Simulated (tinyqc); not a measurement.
p-i-n power rectifier, conductivity modulation at high injection: one step of the calculation.

A drift layer from x = -d to d (2 d = W) between ideal p+ and n+ emitters (no recombination in them). High injection, n = p, ambipolar diffusion with one lifetime; both mobilities scale as (T/300 K)^(-bt).

Problem. Carrier profile. Da = 2 mun mup Vt/(mun + mup), La = sqrt(Da tau), B = (mun - mup)/(mun + mup) with mun = mud (T/300 K)^(-bt), mup likewise; n(x) = (tau J/(2 q La)) [cosh(x/La)/sinh(d/La) - B sinh(x/La)/cosh(d/La)]. 9 equal steps.

Parameters, values chosen for the exercise; bulk values close to those of silicon:
- T = 400 K (temperature)
- mud = 1250 cm^2/(V s) (drift mobility at 300 K)
- bt = 2.4 (temperature exponent of the drift mobility)
- mup = 434 cm^2/(V s) (hole mobility at 300 K)
- J = 20 A/cm^2 (forward current density)
- tau = 4.5e-7 s (high-level lifetime)

Constants: q = 1.602176634e-19 C, kB = 1.380649e-23 J/K, Vt = kB T/q. Results are converted to the units shown.

drift thickness W = 26.854567 um

Find: Da; La; B; x; n.

Solution.

Da = 11.134 cm^2/s
La = 22.384 um
B = 0.48456

```
point   x (um)  n (cm^-3)
0      -13.427  2.6633e16
1      -10.443  2.4380e16
2       -7.460  2.2560e16
3       -4.476  2.1142e16
4       -1.492  2.0100e16
5        1.492  1.9416e16
6        4.476  1.9077e16
7        7.460  1.9078e16
8       10.443  1.9418e16
9       13.427  2.0104e16
```

d/La = 0.600.

Numbers from tinyqc (`OMP_NUM_THREADS=1 python tinyqc.py 2230107 2230108 out.jsonl`; about 0.01 s on one thread of a shared Intel Xeon 2.30GHz).
